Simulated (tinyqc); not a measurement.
Frequency dispersion of an accumulation capacitance by border traps, distributed model: one step of the calculation.

Traps spread evenly through the insulator exchange electrons with the semiconductor by tunnelling, with tau(x) = t0 exp(2 ka x) at depth x from the interface. The admittance per area Y seen at depth x obeys dY/dx = -Y^2/(i w eps0 eox) + q Nb ln(1 + i w tau)/tau, with Y(0) = i w Cs and w = 2 pi f; the gate sees Y(tox) = G + i w C. Working variable y = Y/(i w), in uF/cm^2. Cox = eps0 eox/tox.

Task. Scales and lumped estimate. Cox; trap-free value 1/(1/Cox + 1/Cs); response depth d = ln(1/(w t0))/(2 ka), where w tau = 1; lumped estimate: all traps within d act as C_bt = q Nb d placed at d/2, so C = 1/{1/[1/(1/Cs + d/(2 eps0 eox)) + C_bt] + (tox - d/2)/(eps0 eox)}.

Parameters, values chosen for the exercise; permittivity close to that of aluminium oxide: relative permittivity of the insulator eox = 8.75; insulator thickness tox = 4.5 nm; semiconductor capacitance in accumulation Cs = 1.6 uF/cm^2; density of border traps Nb = 9.2e19 cm^-3 eV^-1; decay constant of the wave function in the insulator ka = 4.7 1/nm; time constant of a trap at the interface t0 = 9e-9 s; frequency f = 1000 Hz.

Constants: q = 1.602176634e-19 C, eps0 = 8.8541878128e-14 F/cm where lengths are in cm. Results are converted to the units shown.

Find: Cox; trap-free C; d; C_bt; lumped C.

Result.

Cox = 1.7216 uF/cm^2
trap-free C = 0.82930 uF/cm^2
d = 1.0405 nm
C_bt = 1.5337 uF/cm^2
lumped C = 1.1773 uF/cm^2

The traps within reach amount to 0.959 Cs and lie in the first 23.1 % of the insulator.

Program tinyqc, `OMP_NUM_THREADS=1 python tinyqc.py 2202123 2202124 out.jsonl`; Intel Xeon 2.30GHz, shared host, one thread, about 0.4 s.
